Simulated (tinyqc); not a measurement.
Length of a polyene: Hueckel, PPP and singles CI along the polyenes. Computed by the program tinyqc. Hueckel uses the same beta without repulsion; CIS keeps all single excitations and so misses the low, doubly excited 2Ag state. W is the valence ionisation energy of a centre, MN the Mataga-Nishimoto formula, f the oscillator strength.

All-trans chains of carbon centres 1.40 angstrom apart:
```
parameter                               value
beta (eV), times 1 +/- alternation  -2.350000
alternation                                 0
W (eV)                              11.160000
gamma_rr (eV)                       10.450000
repulsion formula                          MN
```

Gaps and excitations (eV):
```
centres  Hueckel gap  PPP orbital gap  bright singlet (CIS)      f  lowest triplet (CIS)
2              4.700            9.884                 7.333  0.629                 2.067
6              2.092            6.229                 4.065  1.567                 0.709
8              1.632            5.471                 3.423  2.035                 0.475
10             1.338            4.955                 2.988  2.483                 0.328
```

Estimate the missing row, centres = 4.

Computed row:
```
centres  Hueckel gap  PPP orbital gap  bright singlet (CIS)      f  lowest triplet (CIS)
4              2.905            7.464                 5.134  1.086                 1.132
```

The Hueckel gap tends to 4 x alternation x |beta| = 0.00 eV for long chains (zero without alternation, falling as 1/N). Exchange opens the PPP orbital gap, and the attraction of electron and hole brings the bright state 1.97 eV below it at 10 centres; the triplet lies 2.66 eV lower still.
